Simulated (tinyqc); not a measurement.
# Polytypes and stacking faults of a tetrahedral semiconductor in an axial Ising model with couplings up to third neighbours, step by step

A worked calculation. Computed by tinyqc, a small Python program that keeps every step. Command: `OMP_NUM_THREADS=1 python tinyqc.py 3004566 3004567 out.jsonl polytype walk`. One thread of a shared host (Intel(R) Xeon(R) Processor @ 2.30GHz), about 0.01 s of CPU time with the checks. Intermediate numbers are printed to about 5 digits and carried at full precision; extremes and crossings named in words are read from the listed rows.

Each double layer has s = +1 or -1 for the sense of its stacking step; E per pair of atoms = E0 - sum_n J_n <s_i s_(i+n)>, n = 1, 2, 3. Hexagonality h = (1 - <s_i s_(i+1)>)/2.

Inputs (values chosen for the exercise, for a model crystal):
```
quantity                                    value      unit
J1                                          -3.57  meV/pair
J2                                         -0.253  meV/pair
J3                                          0.065  meV/pair
basal lattice constant a                     3.19  angstrom
shear modulus G                               123       GPa
Poisson ratio nu                             0.19         -
gap of 3C                                     3.3        eV
gap of 4H                                     3.4        eV
binding energy of the fault level E_b        0.13        eV
in-plane mass m                              0.36        m0
effective density of states N_c at 300 K  1.2e+19    1/cm^3
electron density n                        1.3e+16    1/cm^3
temperature T                                 800         K
```

Host polytype: 2H.

Constants: 1 eV/angstrom^2 = 16.02176634 J/m^2; m_0 = 9.1093837015e-31 kg; hbar = 1.054571817e-34 J s; k_B = 1.380649e-23 J/K; k_B = 8.617333262e-05 eV/K.

## Energies of the polytypes

correlations of the repeat units 3C (+), 2H (+-), 4H (++--), 6H (+++---), 15R (+++--), 8H (++++----), 21R (++++---), 9R (++-):
```
       n = 1    n = 2    n = 3
3C    1.0000   1.0000   1.0000
2H   -1.0000   1.0000  -1.0000
4H    0.0000  -1.0000   0.0000
6H    0.3333  -0.3333  -1.0000
15R   0.2000  -0.6000  -0.6000
8H    0.5000   0.0000  -0.5000
21R   0.4286  -0.1429  -0.7143
9R   -0.3333  -0.3333   1.0000
```

E - E(3C) = sum_n J_n (1 - C_n), C_n = <s_i s_(i+n)>. The gap is taken linear in h between 3C (h = 0) and 4H (h = 1/2), a rough rule, with a dash beyond.

Polytypes:
```
polytype       h  E - E(3C) (meV/pair)  gap by the linear rule (eV)
3C        0.0000                0.0000                       3.3000
2H        1.0000               -7.0100                            -
4H        0.5000               -4.0110                       3.4000
6H        0.3333               -2.5873                       3.3667
15R       0.4000               -3.1568                       3.3800
8H        0.2500               -1.9405                       3.3500
21R       0.2857               -2.2177                       3.3571
9R        0.6667               -5.0973                            -
```

E(2H) - E(3C) = -7.01 meV/pair

E(4H) - E(3C) = -4.011 meV/pair

E(6H) - E(3C) = -2.5873 meV/pair

The lowest is 2H, 1.913 meV/pair below 9R. J1/|J2| = -14.11: for J3 = 0 and J2 < 0 the ground state is 2H below -2, 4H between -2 and 2, and 3C above 2; at 2 itself all periods with bands of two or more layers are degenerate.

## Back from three energies to J1, J2, J3

With d2, d4, d6 the energies of 2H, 4H, 6H over 3C: d2 = 2 J1 + 2 J3, d4 = J1 + 2 J2 + J3, d6 = (2/3) J1 + (4/3) J2 + 2 J3, so J2 = (d4 - d2/2)/2, J3 = (3/4)(d6 - (2/3) d4), J1 = d2/2 - J3.

J1 recovered = -3.57 meV/pair

J2 recovered = -0.253 meV/pair

J3 recovered = 0.065000 meV/pair

## Stacking-fault energies

fault coefficients k_n:
```
    J1  J2  J3
I1  -2   4  -6
I2  -4   4  -4
E   -6   4  -6
```

Faults in 2H: the sequences I1 (+), I2 (++), E (+++) are put between perfect repeats; k_n = (layers x C_n of the host) - sum_i s_i s_(i+n). gamma = sum k_n J_n/A, A = (sqrt 3/2) a^2; 1 meV/angstrom^2 = 16.02177 mJ/m^2.

gamma (mJ/m^2): I1 10.432, I2 23.649, E 36.393

energy of the glide fault, I2 = 23.649 mJ/m^2

The cheapest is the I1 fault.

## Splitting of a basal screw dislocation

Screw line, bounded by the I2 fault of energy gamma: b = a, partials b_p = a/sqrt 3; d = G b_p^2 (2 - 3 nu)/(8 pi gamma (1 - nu)). One partial is driven off by the shear stress gamma/b_p along its Burgers vector.

splitting width d = 12.393 nm

stress to open the fault = 128.40 MPa

## Electronic energy gained by the fault

The fault binds electrons in a two-dimensional band E_b below the conduction edge, g2 = m m0/(pi hbar^2) for one valley. With the Fermi level held by the bulk, eta = ln[n/N_c(T)], N_c(T) = N_c (T/300)^1.5, the grand potential falls by g2 (k_B T)^2 F1(x), x = eta + E_b/(k_B T), F1(x) = integral from 0 to infinity of ln(1 + exp(x - t)) dt; sheet density g2 k_B T ln(1 + e^x). Band bending by the trapped charge is left out, so the gain is an upper bound. Net fault energy = gamma of the I2 fault less the electronic gain.

x = -6.4132

sheet density = 1.6986e+10 1/cm^2

electronic gain = 0.0018769 mJ/m^2

net fault energy = 23.647 mJ/m^2

The gain offsets 0.0079 % of the fault energy. Caution: rows with n above 0.3 N_c(T) are near degeneracy, where eta = ln(n/N_c) underestimates the Fermi level.

## Gain against electron density

The formulas are those given above.

At T:
```
n (1/cm^3)        x  sheet density (1/cm^2)  gain (mJ/m^2)  gain/gamma  gain/gamma at T + 200 K
1.00e+14    -11.281              1.3076e+08     1.4443e-05  6.1074e-07               4.6829e-07
1.00e+15     -8.978              1.3076e+09     1.4443e-04  6.1072e-06               4.6829e-06
1.00e+16     -6.676              1.3068e+10     1.4439e-03  6.1055e-05               4.6822e-05
1.00e+17     -4.373              1.2995e+11     1.4398e-02  6.0883e-04               4.6757e-04
1.00e+18     -2.070              1.2315e+12     1.4012e-01  5.9249e-03               4.6124e-03
5.00e+18     -0.461              5.0695e+12     6.3209e-01  2.6728e-02               2.1816e-02
2.00e+19      0.925              1.3055e+13     1.9584e+00  8.2810e-02               7.4311e-02
```

For x well below 0 the gain is k_B T times the sheet density and linear in n; for x well above 0 the well fills and the gain grows only about as x^2. It stays below the fault energy in all rows; 200 K more changes it by a factor 0.77 at 1e16.

Checks made by the program: the recovered constants (relative difference below 1e-10).
